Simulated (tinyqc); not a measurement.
Bias-temperature instability, empirical power law with universal recovery: two steps of the calculation.

Threshold-voltage shift at the end of a stress: dV = A (V/V0)^g exp[-(Ea q/kB)(1/T - 1/T0)] (t/1 s)^n. After a delay tr the permanent share pp stays and the rest falls by r = 1/(1 + B (tr/t)^be). An empirical model: its parameters are fits, not properties.

Parameters, values chosen for the exercise: reference stress voltage V0 = 1.2 V; reference temperature T0 = 373 K; shift after 1 s at V0 and T0 A = 5.7 mV; time exponent n = 0.2; voltage exponent g = 6.6; apparent activation energy of the shift Ea = 0.17 eV; permanent share pp = 0.13; recovery scale B = 2; recovery dispersion be = 0.24; use voltage V = 0.76 V; use temperature T = 378 K; failure criterion dc = 70 mV; delay before the measurement tr = 0.1 s.

Constants: q = 1.602176634e-19 C, kB = 1.380649e-23 J/K. Results are converted to the units shown.

Task 1. Shift and lifetime at use conditions. The lifetime solves dV = dc; ten years are 3.15576e8 s.

Wanted: voltage factor; temperature factor; shift after ten years; lifetime; largest voltage for ten years.

Result 1.

voltage factor = 0.04907
temperature factor = 1.072
shift after ten years = 15.03 mV
lifetime = 2.194e4 years
largest voltage for ten years = 0.9595 V

The device passes: the shift at ten years is below dc. A lifetime beyond 100 years is a far extrapolation of the power law. In time the voltage exponent is g/n = 33.0 and the activation energy Ea/n = 0.850 eV.

Task 2. What a delayed measurement sees. At V0 and T0, measured shift = dV [pp + (1 - pp) r]; the apparent exponent is the slope of ln(shift) against ln t between the first and last point.

t, point 0 to 2 (s): 1  10  100

Give: dV; share left; measured; apparent n.

Result 2.

```
point	dV (mV)	share left	measured (mV)
0	5.700	0.5345	3.047
1	9.034	0.6534	5.903
2	14.32	0.7599	10.88
```

apparent n = 0.2764

The delay hides 24.0 % of the last shift and raises the exponent from 0.2 to 0.276, since short stresses recover by a larger share.

Computed by the program tinyqc: `OMP_NUM_THREADS=1 python tinyqc.py 2070010 2070011 out.jsonl`, one thread of a shared Intel Xeon 2.30GHz, about 0.01 s for the whole run.
